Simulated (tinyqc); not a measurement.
Dead time against afterpulsing.

Afterpulse probability pap = pa (Cd Vx/q) exp(-td/tt) Pm, with Pm the trigger probability of a released carrier; largest rate 1/td; each true event gives 1/(1 - pap) counts.

Parameters, values chosen for the exercise:

| symbol | value | unit | meaning |
|---|---|---|---|
| Vx | 7.3 | V | excess bias |
| Cd | 180 | fF | diode capacitance |
| pa | 1.8e-7 |  | trapping probability per avalanche carrier |
| tt | 4.7 | ns | trap release time |

Constants: q = 1.602176634e-19 C. Results are converted to the units shown.

Pm = 0.831

Result of one run:
```
td (ns),pap (%),largest rate (1e6/s),counts per event
2.5,72.07,400.0,3.580
```

What becomes of these results when the dead time td is changed from 2.5 to 6.6 ns, all else the same?

Result of the changed run:
```
td (ns),pap (%),largest rate (1e6/s),counts per event
6.6,30.12,151.5,1.431
```

The whole series:
```
td (ns),pap (%),largest rate (1e6/s),counts per event
2.5,72.07,400.0,3.580
4,52.38,250.0,2.100
6.6,30.12,151.5,1.431
11,11.81,90.91,1.134
17,3.295,58.82,1.034
28,0.3173,35.71,1.003
```

The afterpulse probability falls from 72.1 to 0.317 %, a factor of ten for every 10.8 ns, while the largest rate falls from 400 to 35.7 million a second.

tinyqc, about 0.01 s, one thread, Intel Xeon 2.30GHz (shared host): `OMP_NUM_THREADS=1 python tinyqc.py 2630153 2630154 out.jsonl`
